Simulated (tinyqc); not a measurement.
Levels against anisotropy: donor in an ellipsoidal valley (Kohn-Luttinger variational method). Computed by tinyqc, a small Python program. Command: `OMP_NUM_THREADS=1 python tinyqc.py 3000639 3000640 out.jsonl kohnlutt walk`. One thread of a shared host (Intel(R) Xeon(R) Processor @ 2.30GHz), about 0.03 s of CPU time with the checks.

H = -(d^2/dx^2 + d^2/dy^2) - gamma d^2/dz^2 - 2/r in units built on m_t, with gamma = m_t/m_l and z along the valley axis. One valley; no valley-orbit or central-cell term.

Inputs (values chosen for the exercise, for a model semiconductor): transverse mass m_t = 0.0727 m_0; longitudinal mass m_l = 1.36 m_0; dielectric constant eps = 11.

Constants: Ry = 13.605693123 eV; a_0 = 0.529177210903 angstrom.

Method:
- Ry* = Ry m_t/eps^2, a* = a_0 eps/m_t, gamma = m_t/m_l.
- Trial function exp(-sqrt((x^2 + y^2)/a^2 + z^2/b^2)) with beta = b/a < 1: E = t/a^2 - u/a, t = (2 + gamma/beta^2)/3, u = 2 arcsin(sqrt(1 - beta^2))/sqrt(1 - beta^2); the best a is 2 t/u and E(beta) = -u^2/(4 t).
- The trial energy is minimised over beta by golden section from 0.05 to 0.999, 60 steps.
- Gaussian basis: g = P exp(-al (x^2 + y^2) - be z^2) with P = 1 (s-like), z (2p0) or x (2p+-); al = 0.004 x 2.6^k, k = 0..11, and be/al = 1, gamma^(-1/2) or 1/gamma (36 functions); 1/r = (2/sqrt(pi)) int exp(-t^2 r^2) dt by 48 Gauss-Legendre points after t = sqrt(al_i + al_j) tan(theta); overlap eigenvalues below 1e-10 are dropped.

gamma = 0.0534559

Binding energies (Ry*):

| gamma | 1s, trial | 1s, Gaussians | 2p0 | 2p+- |
|---|---|---|---|---|
| 0.013 | 2.5289 | 2.5571 | 1.5247 | 0.39808 |
| 0.027 | 2.3001 | 2.3188 | 1.2491 | 0.38367 |
| 0.053 | 2.0690 | 2.0801 | 1.0035 | 0.36680 |
| 0.080 | 1.9207 | 1.9281 | 0.8628 | 0.35468 |
| 0.140 | 1.7135 | 1.7173 | 0.6874 | 0.33588 |
| 0.380 | 1.3410 | 1.3416 | 0.4289 | 0.29578 |
| 0.750 | 1.0978 | 1.0978 | 0.2960 | 0.26418 |

What does the comparison show, and why?

As gamma falls from 0.75 to 0.013, 1s deepens from 1.098 to 2.557 Ry*, on the way from the hydrogen value 1 to the two-dimensional limit 4; 2p+- moves from 0.264 to 0.398 (limits 1/4 and 4/9), while 2p0 climbs from 0.296 to 1.525 and joins 1s as gamma tends to 0.

Extremes, crossings and ranges named in words are read from the listed rows.
